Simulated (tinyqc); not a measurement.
Resistance of a source-drain extension with a graded tip: two steps of the calculation.

y runs along the channel, the gate covers y > 0. The doping is N0 for y < y0 and N0 10^(-(y - y0)/la) beyond, uniform over the depth xj. Sheet conductance s(y) = q mu(N) max(N - Nch, 0) xj + (for y > 0) ma Cox Vo, with mu(N) = u0 + (u1 - u0)/(1 + (N/Nr)^au) and Cox = eps0 eox/tox. Current is taken as one-dimensional; depletion of the tip, spreading and the contact are left out. The metallurgical junction lies at yj, where N = Nch.

Values chosen for this exercise; mobility law close to that of electrons in silicon: relative permittivity of the gate insulator (close to silicon dioxide) eox = 3.9; insulator thickness tox = 1.6 nm; active doping of the extension far from the gate N0 = 6.6e19 cm^-3; lateral abruptness la = 6 nm/decade; position under the gate where the fall begins (gate edge at 0) y0 = 0.6 nm; depth of the extension xj = 9 nm; channel doping Nch = 7.8e17 cm^-3; gate overdrive Vo = 0.44 V; mobility of the gate-induced layer ma = 130 cm^2/(V s); mobility at low doping u1 = 1414 cm^2/(V s); mobility at high doping u0 = 68.5 cm^2/(V s); reference doping Nr = 9.2e16 cm^-3; exponent au = 0.711; gate length Lg = 90 nm.

Constants: q = 1.602176634e-19 C, eps0 = 8.8541878128e-14 F/cm where lengths are in cm. Results are converted to the units shown.

Problem 1. Sheet resistances and junction position. yj = y0 + la log10(N0/Nch); sheet resistance of the full extension 1/[q mu(N0)(N0 - Nch) xj] and of the gate-induced layer 1/(ma Cox Vo); metallurgical length Lg - 2 yj; ye is where the doped and the gate-induced conductances are equal.

Wanted: yj; sheet resistance of the extension; sheet resistance of the induced layer; metallurgical length; ye; N at ye.

Solution 1.

yj = 12.16 nm
sheet resistance of the extension = 1314 ohm/square
sheet resistance of the induced layer = 8100 ohm/square
metallurgical length = 65.67 nm
ye = 6.203 nm
N at ye = 7.685e18 cm^-3

The gate takes over 5.96 nm before the junction, where N is still 9.85 times the channel doping.

Problem 2. Resistance of the overlapped part. Midpoint rule on 11 equal steps from 0 to yj: R_ov = sum h/s(y), per width.

Give: y; N; doped conductance; sheet resistance; R_ov.

Solution 2.

y, point 0 to 10 (nm): [0.5529, 1.659, 2.765, 3.871, 4.976, 6.082, 7.188, 8.294, 9.400, 10.51, 11.61]
N, point 0 to 10 (cm^-3): [6.600e19, 4.396e19, 2.876e19, 1.881e19, 1.231e19, 8.050e18, 5.266e18, 3.445e18, 2.254e18, 1.474e18, 9.644e17]
doped conductance, point 0 to 10 (uS): [761.1, 529.5, 366.2, 256.0, 180.6, 128.2, 90.68, 62.88, 41.23, 23.31, 7.486]
sheet resistance, point 0 to 10 (ohm/square): [1131, 1531, 2042, 2636, 3289, 3974, 4670, 5367, 6073, 6814, 7637]
R_ov = 49.95 ohm um

tinyqc, about 0.03 s, one thread, Intel Xeon 2.30GHz (shared host): `OMP_NUM_THREADS=1 python tinyqc.py 2282152 2282153 out.jsonl`
